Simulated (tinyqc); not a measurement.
# From total in-phase swing back to film thickness t

Model: the 3-omega method: a line heater on a substrate with a thin film. Computed by tinyqc, a small Python program. Command: `OMP_NUM_THREADS=1 python tinyqc.py 3004434 3004435 out.jsonl threeomega inv`. One thread of a shared host (Intel(R) Xeon(R) Processor @ 2.30GHz), about 0.04 s of CPU time with the checks.

A current at angular frequency omega = 2 pi f heats the line at 2 omega with the amplitude P per length; the temperature swing Delta T at 2 omega gives a voltage at 3 omega. The substrate is taken as semi-infinite and isotropic, and the heat capacity of heater and film is left out.

Inputs (values chosen for the exercise, modelled on silica on sapphire):

| quantity | value | unit |
|---|---|---|
| substrate conductivity kappa | 36 | W/(m K) |
| substrate heat capacity C | 3.05 | 1e6 J/(m^3 K) |
| heater half-width b | 12 | micrometre |
| power amplitude per length P | 5.3 | W/m |
| current frequency f | 2900 | Hz |
| film conductivity kappa_f | 1.4 | W/(m K) |
| interface resistance R_i | 6.2 | m^2 K/GW |
| substrate thickness d_s | 380 | micrometre |
| temperature coefficient of resistance beta | 2.5 | 1e-3/K |
| voltage amplitude V_1 | 2.6 | V |

Method:
- D = kappa/C; q = sqrt(2 i omega/D); penetration depth 1/|q| = sqrt(D/(2 omega)).
- Delta T_s = (P/(pi kappa)) int_0^infinity (sin x/x)^2 / sqrt(x^2 + (q b)^2) dx with (q b)^2 = i |q b|^2, averaged over the heater width (12 Gauss-Legendre points on each of the pieces 0, 14 log-spaced edges from 1e-5 to 1, and multiples of pi to 40 pi; the tail adds 1/(4 (40 pi)^2)).
- For |q| b much below 1: Delta T_s = (P/(pi kappa)) [-ln(|q| b) + eta - i pi/4], eta = 3/2 - C_E = 0.92278, with Euler's C_E = 0.5772157.
- One-dimensional flow across the film: Delta T_f = P (t/kappa_f + R_i)/(2 b); total in-phase swing Delta T = Delta T_s + Delta T_f; third-harmonic amplitude V_3 = V_1 beta |Delta T|/2 with the out-of-phase part included; the apparent film conductivity is t/(t/kappa_f + R_i).

Problem. A run gave the result below. Find the film thickness t, known to lie between 65 and 170 nm.

total in-phase swing = 0.08062137 K

Solution.

Each step takes the trial c = (a f_b - b f_a)/(f_b - f_a), f being the result less the target and a, b, c the logarithms of the listed values; c replaces end b, the old b replaces a if the sign of f changed, and otherwise f_a is halved.

Scan of the range:

| film thickness t (nm) | total in-phase swing (K) |
|---|---|
| 65.0 | 0.0763214 |
| 76.3 | 0.0781039 |
| 89.6 | 0.0802018 |
| 105.0 | 0.0826309 |
| 123.0 | 0.0854702 |
| 145.0 | 0.0889405 |
| 170.0 | 0.0928839 |

False position (Illinois rule, in the logarithm of the input) inside the bracket:

| step | end a | end b | trial | total in-phase swing (K) |
|---|---|---|---|---|
| 1 | 89.600 | 105.000 | 92.0886 | 0.0805943 |
| 2 | 105.000 | 92.089 | 92.2492 | 0.0806197 |
| 3 | 105.000 | 92.249 | 92.2695 | 0.0806229 |
| 4 | 92.249 | 92.269 | 92.2600 | 0.0806214 |
| 5 | 92.269 | 92.260 | 92.2600 | 0.0806214 |

Total in-phase swing rises at every point of a 13-point scan of the range (every second point is shown), so one value fits; it is bracketed by 89.6 and 105. The scan shows a straight line, so linear interpolation between any two rows gives the answer at once. Answer: film thickness t = 92.26 nm.
